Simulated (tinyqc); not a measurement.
The scattering mechanism: Boltzmann transport in a parabolic band with a power-law relaxation time.

F_j(eta) = (1/Gamma(j + 1)) integral_0^infinity x^j dx/(1 + exp(x - eta)), which tends to exp(eta) for eta << 0.

tau = tau0 x^r with x = E/kT. With K_j = Gamma(j + 1) F_j(eta): <tau> = tau0 (r + 3/2) K_(r+1/2)/((3/2) K_(1/2)); mu = <tau>/(mc m0/e), m0/e = 5.685630e-12 kg/C; Hall factor rH = (3/2) K_(1/2) (2r + 3/2) K_(2r+1/2)/((r + 3/2) K_(r+1/2))^2; Seebeck S = -(kB/e) [(r + 5/2) K_(r+3/2)/((r + 3/2) K_(r+1/2)) - eta]; Lorenz number L = (kB/e)^2 [(r + 7/2) K_(r+5/2)/((r + 3/2) K_(r+1/2)) - ((r + 5/2) K_(r+3/2)/((r + 3/2) K_(r+1/2)))^2]; kB/e in V/K. Valley anisotropy is left out of rH.

Constants: kB = 8.617333262e-05 eV/K.
eta = -2.40566

Same eta for each exponent.

Results:

| r | mechanism | <tau>/tau0 | rH | S (microvolt/K) | L (1e-8 W ohm/K^2) |
|---|---|---|---|---|---|
| -0.5 | acoustic phonons | 0.743 | 1.172 | -383.4 | 1.501 |
| 0.0 | a constant relaxation time | 1.000 | 1.000 | -426.1 | 1.864 |
| 0.5 | polar optical or piezoelectric scattering | 1.518 | 1.102 | -468.7 | 2.228 |
| 1.5 | ionised impurities | 4.604 | 1.908 | -553.9 | 2.962 |

From r = -1/2 to 3/2 |S| grows by 170.5 microvolt/K, against 2 kB/e = 172.3 in the non-degenerate limit: scattering that favours fast electrons raises the mean energy carried. rH is 1 only for constant tau and reaches 1.908 for r = 3/2; L spans 1.501 to 2.962 against the metallic 2.443.

Computed by tinyqc, a small Python program: `OMP_NUM_THREADS=1 python tinyqc.py 1650135 1650136 out.jsonl` (the numbers bound the seed that draws the inputs); one thread of a shared host (Intel(R) Xeon(R) Processor @ 2.30GHz), about 0.01 s for the whole set of steps.
